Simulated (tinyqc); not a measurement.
Worked calculation: plane-wave Kohn-Sham cycle with exchange-only LDA in a layered model solid. Computed by tinyqc, a small Python program that keeps every step. Settings: points = 16, plane-wave index or count = 2, electrons = 2, k points = 4, area = 12.0, mixing = 0.1, iteration cap = 55, Pulay depth = 3. Command: `OMP_NUM_THREADS=1 python tinyqc.py 23454 23455 out.jsonl` (the two numbers bound the seeds that draw the settings). One thread of a shared host (Intel(R) Xeon(R) Processor @ 2.60GHz), about 0.02 s of CPU time with the checks. Later iterations appear only in the table of the cycle.

## Iteration 1: potential

A solid whose potential varies along x alone (atomic units):
```
parameter                      value
period a                    9.400000
cross-section of the cell  12.000000
electrons per cell                 2
grid points                       16
plane waves -n..n, n               2
k points                           4
V1 in V1 cos(2 pi x/a)     -0.560000
```

density at the start, on the grid x_j = j a/N (e/bohr^3): 0.017730  0.017730  0.017730  0.017730  0.017730  0.017730  0.017730  0.017730  0.017730  0.017730  0.017730  0.017730  0.017730  0.017730  0.017730  0.017730

V_H(G) = 4 pi rho(G)/G^2 for G != 0 (uniform background); v_x = -(3 rho/pi)^(1/3); V = V_ext + V_H + v_x; Fourier components f(G_m) = (1/N) sum_j f(x_j) exp(-i G_m x_j).

Potentials on the grid (hartree):
```
x         V_ext     V_H      v_x        V
0.0000  -0.5600  0.0000  -0.2568  -0.8168
0.5875  -0.5174  0.0000  -0.2568  -0.7742
1.1750  -0.3960  0.0000  -0.2568  -0.6528
1.7625  -0.2143  0.0000  -0.2568  -0.4711
2.3500        0  0.0000  -0.2568  -0.2568
2.9375   0.2143  0.0000  -0.2568  -0.0425
3.5250   0.3960  0.0000  -0.2568   0.1392
4.1125   0.5174  0.0000  -0.2568   0.2606
4.7000   0.5600  0.0000  -0.2568   0.3032
5.2875   0.5174  0.0000  -0.2568   0.2606
5.8750   0.3960  0.0000  -0.2568   0.1392
6.4625   0.2143  0.0000  -0.2568  -0.0425
7.0500        0  0.0000  -0.2568  -0.2568
7.6375  -0.2143  0.0000  -0.2568  -0.4711
8.2250  -0.3960  0.0000  -0.2568  -0.6528
8.8125  -0.5174  0.0000  -0.2568  -0.7742
```

V(G_m), m = 0, 1, 2, ... (hartree): -0.2568  -0.2800  0.0000  0.0000  0.0000

## Iteration 1: Hamiltonian at one k

k = 0.1250 2 pi / a

H(m,m') = (k + G_m)^2/2 delta + V(G_m - G_m'), with V(-G) = V(G).

H (hartree), lower triangle:
```
         -2       -1       +0       +1      +2
-2   0.5286
-1  -0.2800  -0.0857
+0   0.0000  -0.2800  -0.2533
+1   0.0000   0.0000  -0.2800   0.0260
+2   0.0000   0.0000   0.0000  -0.2800  0.7520
```

## Iteration 1: levels at that k

Diagonalise the Hermitian matrix.

eigenvalues (hartree): -0.5810  -0.1366  0.1784  0.6504  0.8563

## Iteration 1: new density

Motion across x is left out: the lowest 1 band(s) hold two electrons at each of the k points (j + 1/2)/nk - 1/2. Residual R = rho(out) - rho(in); rho(new) = rho(in) + 0.1 R. rho(out) = 2/(a A nk) sum |psi|^2 with psi = sum c exp(i G x). Harris energy E = band energy - dV sum rho (V_H/2 + v_x) + (3/4) dV sum rho v_x with rho(in), dV = a A/N, band energy = (2/nk) sum of the filled levels.

rho(out) (e/bohr^3): 0.060790  0.052836  0.034469  0.016570  0.005730  0.001423  0.000290  0.000093  0.000077  0.000093  0.000290  0.001423  0.005730  0.016570  0.034469  0.052836

density after iteration 1 (e/bohr^3): 0.022036  0.021241  0.019404  0.017614  0.016530  0.016100  0.015986  0.015967  0.015965  0.015967  0.015986  0.016100  0.016530  0.017614  0.019404  0.021241

energy per cell = -1.032343 hartree

## Iteration 2: potential

As before.

Potentials on the grid (hartree):
```
x         V_ext      V_H      v_x        V
0.0000  -0.5600   0.0864  -0.2761  -0.7497
0.5875  -0.5174   0.0774  -0.2727  -0.7127
1.1750  -0.3960   0.0535  -0.2646  -0.6071
1.7625  -0.2143   0.0223  -0.2562  -0.4482
2.3500        0  -0.0086  -0.2509  -0.2595
2.9375   0.2143  -0.0346  -0.2487  -0.0689
3.5250   0.3960  -0.0536  -0.2481   0.0943
4.1125   0.5174  -0.0651  -0.2480   0.2043
4.7000   0.5600  -0.0689  -0.2480   0.2431
5.2875   0.5174  -0.0651  -0.2480   0.2043
5.8750   0.3960  -0.0536  -0.2481   0.0943
6.4625   0.2143  -0.0346  -0.2487  -0.0689
7.0500        0  -0.0086  -0.2509  -0.2595
7.6375  -0.2143   0.0223  -0.2562  -0.4482
8.2250  -0.3960   0.0535  -0.2646  -0.6071
8.8125  -0.5174   0.0774  -0.2727  -0.7127
```

V(G_m), m = 0, 1, 2, ... (hartree): -0.2564  -0.2481  0.0015  -0.0001  0.0000

## Iteration 2: Hamiltonian at one k

k = 0.1250 2 pi / a

As before.

H (hartree), lower triangle:
```
         -2       -1       +0       +1      +2
-2   0.5290
-1  -0.2481  -0.0854
+0   0.0015  -0.2481  -0.2529
+1  -0.0001   0.0015  -0.2481   0.0263
+2   0.0000  -0.0001   0.0015  -0.2481  0.7524
```

## Iteration 2: levels at that k

As before.

eigenvalues (hartree): -0.5309  -0.1189  0.1581  0.6261  0.8351

## Iteration 2: new density

B (overlaps of the stored error matrices):
```
               1              2
1  7.2439022e-03  6.3235821e-03
2  6.3235821e-03  5.5232085e-03
```

Motion across x is left out: the lowest 1 band(s) hold two electrons at each of the k points (j + 1/2)/nk - 1/2. Residual R = rho(out) - rho(in); rho(new) = rho(in) + 0.1 R; Pulay mixing then takes sum c_i of the stored mixed densities, with c from B_ij = sum R_i R_j as in DIIS. rho(out) = 2/(a A nk) sum |psi|^2 with psi = sum c exp(i G x). Harris energy E = band energy - dV sum rho (V_H/2 + v_x) + (3/4) dV sum rho v_x with rho(in), dV = a A/N, band energy = (2/nk) sum of the filled levels.

rho(out) (e/bohr^3): 0.059031  0.051666  0.034476  0.017314  0.006454  0.001805  0.000428  0.000137  0.000099  0.000137  0.000428  0.001805  0.006454  0.017314  0.034476  0.051666

DIIS coefficients: -6.6728  7.6728

density after iteration 2 (e/bohr^3): 0.050421  0.044585  0.030968  0.017384  0.008799  0.005132  0.004048  0.003821  0.003791  0.003821  0.004048  0.005132  0.008799  0.017384  0.030968  0.044585

energy per cell = -0.938075 hartree

## Convergence

Stop when sqrt(dV sum R^2) is below 1e-8, dV = a A/N.

Course of the cycle:
```
iteration  E (hartree)  norm of the residual
1            -1.032343              2.26e-01
2            -0.938075              1.97e-01
3            -0.680305              9.65e-02
4            -0.774935              1.33e-01
5            -0.693110              1.10e-01
6            -0.664380              2.64e-02
7            -0.662800              2.22e-02
8            -0.661075              1.28e-03
9            -0.661076              1.16e-03
10           -0.661080              2.43e-04
11           -0.661080              2.19e-04
...                ...                   ...
16           -0.661080              1.06e-05
17           -0.661080              2.11e-06
18           -0.661080              1.79e-06
19           -0.661080              8.21e-07
20           -0.661080              5.59e-07
21           -0.661080              5.01e-07
22           -0.661080              1.12e-07
23           -0.661080              1.01e-07
24           -0.661080              1.67e-08
25           -0.661080              1.25e-08
26           -0.661080              7.54e-09
```

Converged in 26 iterations. Before convergence this energy mixes input and output and is not variational, so it may rise towards its limit.
